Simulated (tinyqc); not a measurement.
What moves the results: phonon-assisted absorption at an indirect gap. A value that a table varies takes the place of the one given here.

alpha(E) = sum_j A_j [N_j (E - Eg + w_j)^2 + (N_j + 1)(E - Eg - w_j)^2], each bracket counted only where its base is positive; N_j = 1/(exp(w_j/kB T) - 1). The first term absorbs a phonon and the second emits one; excitons and direct transitions are left out.

Photodiode (Gaertner form with a dead layer): QE = (1 - R) exp(-alpha xj) [1 - exp(-alpha W)/(1 + alpha L)], R = ((nr - 1)/(nr + 1))^2; responsivity = QE/E in A/W for E in eV.

Constants: kB = 8.617333262e-05 eV/K.

Inputs chosen for the exercise (loosely those of Si at room temperature; Eg is not tied to T; the results hold for these values, not for the real material):
- Eg = 1.131 eV (indirect gap, held fixed unless listed)
- w = (55.8, 17.6) meV (two zone-edge phonons)
- A = (3700, 640) 1/(cm eV^2) (their strengths)
- T = 300 K
- nr = 3.54 (refractive index)
- xj = 0.71 micrometre (dead layer at the surface)
- W = 2.9 micrometre (depleted width)
- L = 2.8 micrometre (minority diffusion length below it)
- E = 1.527 eV (photon energy)

## The square root of alpha at three temperatures

The gap is held fixed, so only the phonon occupations change.

sqrt(alpha) (1/cm^(1/2)):
```
E - Eg (eV)   150 K   300 K   450 K
-0.04         0.112   0.347   0.536
-0.02         0.253   0.787   1.214
0.00          0.473   1.307   1.982
0.02          0.777   1.926   2.863
0.04          1.274   2.695   3.890
0.07          2.367   4.133   5.705
0.10          4.175   6.146   8.045
0.15          7.528   9.937  12.402
0.20         10.969  13.885  16.949
0.30         17.912  21.913  26.214
0.45         28.366  34.051  40.245
0.60         38.834  46.223  54.325
```

Below the gap only phonon absorption acts: at E - Eg = -0.02 eV sqrt(alpha) is 0.253, 0.787 and 1.214 at 150, 300 and 450 K. A straight line through the last two rows meets the axis at E - Eg = +0.0435, +0.0304 and +0.0213 eV: the intercept is roughly a weighted mean of the thresholds, not the gap, and it moves from the emission side towards Eg as the occupations grow. At the last row alpha grows by a factor 1.96 from the lowest to the highest temperature at fixed gap.

## Spectral response

Response:
```
E (eV)  wavelength (nm)  alpha (1/cm)  1/alpha (micrometre)  dead layer  collected     QE    A/W
1.15               1078          3.58              2.79e+03       1.000      0.002  0.001  0.001
1.19               1042          12.5                   801       0.999      0.007  0.005  0.004
1.25                992          57.0                   175       0.996      0.032  0.022  0.017
1.33                932           191                  52.5       0.987      0.102  0.069  0.052
1.43                867           477                  21.0       0.967      0.232  0.154  0.108
1.58                785      1.15e+03                  8.67       0.921      0.459  0.291  0.184
1.78                697      2.52e+03                  3.97       0.836      0.718  0.412  0.232
2.03                611      4.97e+03                  2.01       0.703      0.901  0.435  0.214
2.33                532      9.01e+03                  1.11       0.528      0.979  0.355  0.152
2.73                454      1.62e+04                 0.616       0.316      0.998  0.216  0.079
```

QE is highest, 0.435, at 2.03 eV of those listed and the responsivity at 1.78 eV; reflection alone caps QE at 0.687. Near the gap weak absorption limits it (collected share 0.002); at the top the dead layer passes 0.316. Far above the gap the quadratic law and a constant index are only rough.

## What moves the response

At the energy E. Each row changes one parameter from the base and keeps the others.

Results:
```
case                  alpha (1/cm)      QE
base                         880.6  0.2443
Eg = 1.111 eV                979.4  0.2623
T = 350 K                    994.5  0.2649
W = 5.8 micrometre           880.6  0.3347
L = 1.4 micrometre           880.6  0.2003
xj = 1.42 micrometre         880.6  0.2295
nr = 3.72                    880.6  0.2375
```

The largest shifts from the base row, up to three for each result and ties (the steps differ in size, so this ranks the rows, not the parameters). alpha (1/cm): T +114, Eg +98.8; unchanged at the printed digits by W, L, xj and nr. QE: W +0.0904, L -0.0440, T +0.0206.

Run: tinyqc, `OMP_NUM_THREADS=1 python tinyqc.py 1650790 1650791 out.jsonl`; Intel(R) Xeon(R) Processor @ 2.30GHz, one thread, shared host; about 0.01 s of CPU time with all checks.
